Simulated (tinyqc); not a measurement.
How far the fits carry: temperature and isotope dependence of a band gap in oscillator models.

E(T) = E0 - sum_i sl_i th_i n_i(T), n = 1/(exp(th/T) - 1). The same coupling lowers the gap at 0 K by the zero-point term ZP = sum_i sl_i th_i/2, so the gap of the static lattice is E0 + ZP. Thermal expansion is taken as part of the slopes.

Two-parameter forms are made to pass through the falls at the two temperatures T12: Varshni aV T^2/(T + bV), from the line T^2/fall = (T + bV)/aV; one oscillator s1 t1/(exp(t1/T) - 1), with t1 from the ratio of the falls.

Parameters, chosen for this exercise (near those of GaAs; not measured data): E0 = 1.514 eV (gap at 0 K); th = (111, 316) K (temperatures of two oscillators); sl = (0.1063, 0.3557) meV/K (their high-temperature slopes); T12 = (200, 490) K (temperatures of the fits).

Falls of the gap from E0, and errors of the two fits against the model.

Results:

| T (K) | fall (meV) | Varshni - model (meV) | one oscillator - model (meV) | fall/ZP |
|---|---|---|---|---|
| 20 | 0.05 | 0.66 | -0.05 | 0.001 |
| 50 | 1.64 | 2.40 | -0.94 | 0.026 |
| 100 | 10.78 | 3.34 | -0.97 | 0.174 |
| 200 | 45.06 | 0.00 | 0.00 | 0.726 |
| 400 | 130.30 | -1.95 | 0.21 | 2.098 |
| 600 | 220.19 | 4.02 | -0.35 | 3.546 |
| 800 | 311.33 | 14.44 | -1.12 | 5.013 |

Give the missing row, T (K) = 300.

Computed row:
```
T (K)  fall (meV)  Varshni - model (meV)  one oscillator - model (meV)  fall/ZP
300         86.55                  -2.22                          0.28    1.394
```

Below the first fit point the largest errors are +3.34 meV (Varshni, 100 K, on a fall of 10.78 meV) and -0.97 meV (one oscillator, 100 K); a T^2 law cannot freeze out; a single oscillator misses the soft modes. At 800 K, beyond the second fit point, they are +14.4 and -1.1 meV, so the oscillator extrapolates better here. The thermal fall equals ZP between 200 and 300 K.

Program tinyqc; command `OMP_NUM_THREADS=1 python tinyqc.py 1880844 1880845 out.jsonl`; about 0.01 s on one thread of a shared Intel(R) Xeon(R) Processor @ 2.30GHz.
